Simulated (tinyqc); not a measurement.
Filling the band: three-level Kane dispersion of a narrow-gap semiconductor.

Zero of energy at Gamma8, c = hbar^2/2m0, P^2 = Ep c. The free-electron term and remote bands are left out, so the heavy holes are flat at E = 0 and the other three bands obey E (E - Eg)(E + Dso) = P^2 k^2 (E + 2 Dso/3). The conduction band is the highest root; its edge is Ec = max(Eg, 0).

Degenerate electrons at T = 0: kF = (3 pi^2 n)^(1/3), 1 cm^-3 = 1e-24 angstrom^-3; EF is the highest root at kF. The momentum (cyclotron, optical) mass is m(E) = hbar^2 k/(dE/dk) = c d(k^2)/dE with d(k^2)/dE = k^2 [1/E + 1/(E - Eg) + 1/(E + Dso) - 1/(E + 2 Dso/3)]; the density of states is k d(k^2)/dE/(2 pi^2).

Edge mass m0* = Eg (Eg + Dso)/(Ep (Eg + 2 Dso/3)).
Constants: hbar^2/2m0 = 3.80998211 eV angstrom^2.

Parameters, chosen for this exercise (out of a larger set: near those of GaSb; not measured data): Eg = 0.825 eV (E(Gamma6) - E(Gamma8)); Dso = 0.78 eV (spin-orbit splitting); Ep = 27.7 eV (Kane energy).

n from 1e15 to 1e19 cm^-3. The last column is the local power d ln(EF - Ec)/d ln n = kF^2/(1.5 (EF - Ec) d(k^2)/dE).

Results:
```
n (cm^-3)  kF (1/angstrom)  EF - Ec (meV)  parabolic (meV)   m(EF)  m(EF)/m0*  power
1.0e+15            0.00309            1.0              1.0  0.0356       1.00  0.666
1.0e+16            0.00667            4.7              4.8  0.0359       1.01  0.663
3.0e+16            0.00961            9.8              9.9  0.0363       1.02  0.660
1.0e+17            0.01436           21.6             22.1  0.0372       1.05  0.652
3.0e+17            0.02071           43.9             46.0  0.0389       1.10  0.638
1.0e+18            0.03094           93.2            102.6  0.0427       1.20  0.611
3.0e+18            0.04462          178.8            213.4  0.0493       1.39  0.574
1.0e+19            0.06665          346.8            476.2  0.0619       1.74  0.525
```

What can be read from this table?

The power falls from 0.666 to 0.525: 2/3 marks a parabola, 1/3 a linear band. The parabola is within 10 % up to n = 3.0e+17 cm^-3. The mass ends at 1.74 times its edge value. Side valleys are left out; where they lie low (GaSb, grey Sn: about 0.1 eV) they take the electrons long before the last rows.

(tinyqc, `OMP_NUM_THREADS=1 python tinyqc.py 1080374 1080375 out.jsonl`, Intel(R) Xeon(R) Processor @ 2.30GHz, 1 thread, shared host, about 0.01 s.)
